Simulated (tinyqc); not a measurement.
Lorentz oscillators and the Kramers-Kronig relations, step by step. Values are carried at full precision from step to step, so a last printed digit may differ when a step is redone from the rounded ones.

eps(E) = 1 + sum_j S_j/(E0_j^2 - E^2 - i G_j E).

Constants: hbar c = 1973.269805 eV angstrom; hbar^2/2m0 = 3.80998211 eV angstrom^2; e^2/(4 pi eps0) = 14.39964547 eV angstrom.

Inputs chosen for the exercise (line positions loosely like those of GaAs; Lorentz tails absorb below the gap, where the real solid is clear; not measured data): E0 = (2.88, 4.47, 6.25) eV (resonances); G = (0.47, 0.7, 1.26) eV (widths); S = (23.6, 87, 47.9) eV^2 (strengths); E = 2.48 eV (photon energy); h = 0.25 eV (grid step); M = 40 (grid points E_j = j h); i = 6 (grid index at which eps1 is wanted).

## Dielectric function at one energy

Evaluate each oscillator and the sum.

terms: 8.4963+4.6191i  6.1929+0.7773i  1.4424+0.1369i

eps(E) = 17.1315+5.5333i
eps(0) = 9.4257

## Optical constants

n + i k = sqrt(eps1 + i eps2) with k >= 0; R = ((n - 1)^2 + k^2)/((n + 1)^2 + k^2) at normal incidence from vacuum; alpha = 2 E k/(hbar c), times 1e8 for 1/cm; loss function Im(-1/eps) = eps2/(eps1^2 + eps2^2).

Convert eps at the photon energy E into the optical constants.

n = 4.1913
k = 0.6601
R = 0.3878
alpha = 1.66e+05 1/cm
loss function = 0.0171
vacuum wavelength hc/E (hc = 1239.841984 eV nm) = 499.9 nm

The intensity falls to 1/e within 60.3 nm.

## Absorptive part on the grid

Tabulate eps2 at E_j = j h.

eps2(E_j), j = 1 .. M: 0.0892  0.1838  0.2904  0.4180  0.5811  0.8055  1.1436  1.7189  2.8838  5.9207  15.0516  15.0445  7.1658  5.6423  6.9412  11.4223  21.6753  28.4611  17.5077  9.5985  6.4586  5.5508  5.8938  6.8610  7.1483  5.9075  4.2163  2.9318  2.0937  1.5527  1.1925  0.9433  0.7644  0.6319  0.5309  0.4523  0.3898  0.3393  0.2978  0.2634

## eps1 at one grid point

Kramers-Kronig: eps1(E) = 1 + (2/pi) P integral_0^infinity E1 eps2(E1)/(E1^2 - E^2) dE1. Maclaurin rule on the grid E_j = j h, j = 1 .. M: eps1(E_i) = 1 + (4 h/pi) sum over j with j - i odd of E_j eps2(E_j)/(E_j^2 - E_i^2); nothing is added above E_M.

List the terms E_j eps2_j/(E_j^2 - E_i^2) for j - i odd, add them and form eps1.

terms in order of j (1/eV): -0.0102  -0.1291  -1.0565  2.4632  2.3071  7.7914  2.8017  2.2036  5.8258  4.0941  1.3396  1.0999  1.2136  0.6571  0.3017  0.1599  0.0958  0.0625  0.0433  0.0313

sum = 31.296 1/eV
eps1(E_i) = 10.962

The oscillator formula gives 11.039 at E_i = 1.5 eV. The rule samples every 2h = 0.5 eV against a narrowest width of 0.47 eV and stops at 10 eV; coarse sampling and the missing tail make the difference.

## The f-sum on the grid

W(E_M) = (2/pi) h sum_j E_j eps2_j, with half weight on the last point; the full integral equals sum S_j = (hbar omega_p)^2, and the electron density follows from (hbar omega_p)^2 = 8 pi c (e^2/(4 pi eps0)) N with c = hbar^2/2m0.

W(E_M) = 147.80 eV^2
sum S = 158.50 eV^2
share reached on this grid (a step near the line widths can inflate it) = 0.932
hbar omega_p = 12.590 eV
N = 1.15e+23 1/cm^3

## Checks

- The value of eps1 at 2.507 eV from a fine, long grid (with the tail of eps2 ~ 1/E^3 added) against the oscillator formula: both 17.4.

Computed by tinyqc, a small Python program: `OMP_NUM_THREADS=1 python tinyqc.py 1650379 1650380 out.jsonl` (the numbers bound the seed that draws the inputs); one thread of a shared host (Intel(R) Xeon(R) Processor @ 2.30GHz), about 0.2 s for the whole set of steps.
